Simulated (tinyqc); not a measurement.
Worked calculation: two electrons on one impurity (helium-like model). Values are carried at full precision from step to step, so a last printed digit may differ when a step is redone from the rounded ones.

Units Ha* = 2 Ry m/eps^2 and a* = a0 eps/m. One electron is bound by Z^2/2. Two electrons in the singlet built from exp(-a r) and exp(-b r): S = 8 (ab)^(3/2)/(a + b)^3, h_aa = a^2/2 - Z a, h_bb alike, h_ab = S (ab/2 - Z (a + b)/2), J = ab (a^2 + 3ab + b^2)/(a + b)^3, K = 20 (ab)^3/(a + b)^5, E = (h_aa + h_bb + 2 S h_ab + J + K)/(1 + S^2). For a = b this is a^2 - 2 Z a + 5a/8. Real double donors are deeper, since the central cell is left out.

Constants: Ry = 13.60569312 eV; a0 (Bohr radius) = 0.5291772105 angstrom.

Parameters, chosen for this exercise (near those of impurities in cubic GaN; shifted at random, so the results belong to these values and not to a real crystal): m = 0.192 m0 (one mean mass); eps = 9.7 (dielectric constant); Z = 2.8 (effective charge (1: D- centre, 2: double donor; other values mimic a central cell)); ab = (3, 1.56) 1/a* (trial exponents a, b).

## Units and equal orbitals

Give Ha*, a*, the best common exponent Z - 5/16, E = -(Z - 5/16)^2, and the binding of the second electron -Z^2/2 - E.

Ha* = 55.528 meV
a* = 26.73 angstrom
exponent = 2.4875
E with equal orbitals = -6.18766 Ha*
binding of the second electron = 125.92 meV

The first electron is bound by 217.7 meV, 1.73 times as much as the second.

## Unequal orbitals

Evaluate the integrals and E.

S, h_aa, h_bb, h_ab, J, K: 0.85421  -3.90000  -3.15120  -3.45442  1.25731  1.03978

E = -6.16053 Ha*

This lies 0.0271 Ha* above the best equal-orbital value -(Z - 5/16)^2.

## The minimum over a and b

Give a, b, E, both binding energies and U, their difference.

a, b (1/a*): 3.074  1.900

E = -6.21399 Ha*

binding of the first and second electron (meV): 217.67  127.38

U = 90.29 meV

Letting one electron stay close and the other roam (decay lengths 9 and 14 angstrom) gains 1.46 meV.

## Checks

- Minimum for Z = 1 against the known -0.51330: both -0.51330.
- Minimum for Z = 2 against the known -2.87566: both -2.87566.

Run: tinyqc, `OMP_NUM_THREADS=1 python tinyqc.py 1282599 1282600 out.jsonl`; Intel(R) Xeon(R) Processor @ 2.30GHz, one thread, shared host; about 0.04 s of CPU time with all checks.
